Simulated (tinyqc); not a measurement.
Off-state leakage of single and stacked transistors: two steps of the calculation.

n-channel devices of unit width. Subthreshold current I(Vg, Vs, Vd) = I0 (T/300 K)^0.5 exp[(Vg - Vs - VT(T) - gb (Vs - Vb) + dd (Vd - Vs))/(nf Vt)] (1 - exp(-(Vd - Vs)/Vt)), VT(T) = VT - cT (T - 300 K). Gate-edge tunnelling Ig (Vd/1 V) exp(ag (Vd - 1 V)), for a gate at 0 V, and band-to-band leakage Ab u exp(-Bb/u), u = Vd - Vb + 1 V, flow at a drain held at V; both are taken as independent of T. In a stack of off transistors (all gates at 0 V) the same subthreshold current passes through each.

Values chosen for this exercise; values of the order met in bulk silicon logic transistors:
- T = 378 K (temperature)
- V = 1.2 V (supply voltage)
- VT = 0.33 V (threshold at 300 K, zero drain and body bias)
- cT = 0.9 mV/K (fall of the threshold with temperature)
- I0 = 0.1 uA/um (current at threshold at 300 K)
- nf = 1.17 (slope factor)
- dd = 0.16 (drain-induced lowering per volt)
- gb = 0.25 (rise of the threshold per volt of source-body bias)
- Ig = 1e-6 uA/um (gate-edge tunnelling current at 1 V)
- ag = 4.8 1/V (exponential slope of the gate current)
- Ab = 20 uA/(um V) (prefactor of band-to-band leakage at the drain)
- Bb = 25 V (its exponential voltage)
- Vb = -0.6 V (body voltage)

Constants: q = 1.602176634e-19 C, kB = 1.380649e-23 J/K, Vt = kB T/q. Results are converted to the units shown.

Task 1. Leakage of one transistor. Vg = Vs = 0, Vd = V; effective threshold VT(T) - gb Vb - dd V.

Find: effective threshold; parts; total; shares.

Result 1.

effective threshold = 0.21780 V
parts (nA/um): subthreshold 0.37004, gate edge 0.0031340, band-to-band 7.4226
total = 7.7958 nA/um
shares (%): subthreshold 4.7466, gate edge 0.040202, band-to-band 95.213

The band-to-band part is the largest.

Task 2. New Vx. Stack of two, Vx the node between them: I_low = I(0, 0, Vx), I_up = I(0, Vx, V), f = ln(I_up/I_low), f' = -(1 + gb + 2 dd)/(nf Vt) - 1/(Vt (exp(Vx/Vt) - 1)) - 1/(Vt (exp((V - Vx)/Vt) - 1)), Vx(new) = Vx - f/f'.

Vx at the start = 0.122 V

Find: I_low; I_up; f; f'; Vx after iteration 1.

Result 2.

I_low = 0.0039117 nA/um
I_up = 0.0040550 nA/um
f = 0.035980
f' = -41.938 1/V
Vx after iteration 1 = 0.12286 V

tinyqc, about 0.03 s, one thread, Intel Xeon 2.30GHz (shared host): `OMP_NUM_THREADS=1 python tinyqc.py 2242197 2242198 out.jsonl`
